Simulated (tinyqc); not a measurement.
Tight binding, dimerised chain, step by step. One step of it, computed by the program tinyqc.

Task: Levels at k. Diagonalise the Hermitian matrix.

H(k) at k (eV):
```
,A,B
A,0.000000,-1.003020+1.460687i
B,-1.003020-1.460687i,0.000000
```

Give: eigenvalues; weights |c|^2 of the basis functions.

Result:

eigenvalues (eV): -1.7719  1.7719

weights |c|^2 of the basis functions:
```
,band 1,band 2
A,0.5000,0.5000
B,0.5000,0.5000
```
